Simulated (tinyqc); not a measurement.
Gupta-type many-body potential for a metal: one step, computed by the program tinyqc.

E_i = sum_j A exp(-p (r_ij/r0 - 1)) - xi rho_i^gamma, with rho_i = sum_j exp(-2 q (r_ij/r0 - 1)); gamma = 1/2 is the tight-binding second-moment form. The crystal is fcc unless stated; d is the neighbour distance and a fixed number of shells is kept.

Problem. Unrelaxed vacancy. Each neighbour j of the vacancy loses one repulsive term and one density term: E_v = sum_shells count x {-repulsion - xi [(rho - density)^gamma - rho^gamma]}. (The removed atom returns to a bulk-like site, so its own energy cancels.)

Inputs (values chosen for the exercise, modelled on aluminium): hopping xi = 1.29 eV; embedding exponent gamma = 0.5.

Shells:

| shell | count | r (angstrom) | repulsion (eV) | density |
|---|---|---|---|---|
| 1 | 12 | 2.853287 | 1.207932e-01 | 1.019107 |
| 2 | 6 | 4.035158 | 3.575318e-03 | 0.126293 |
| 3 | 24 | 4.942039 | 2.400384e-04 | 0.025441 |

density rho = 13.59762

repulsive energy = 1.476731 eV

Give: vacancy energy E_v; ratio E_v/E_c, E_c = xi rho^gamma less the repulsive energy.

Solution.

vacancy energy E_v = 0.9437 eV

ratio E_v/E_c, E_c = xi rho^gamma less the repulsive energy = 0.2877

A pair potential gives E_v = E_c; here the ratio is 0.29, as the remaining bonds of the neighbours strengthen when one is lost.
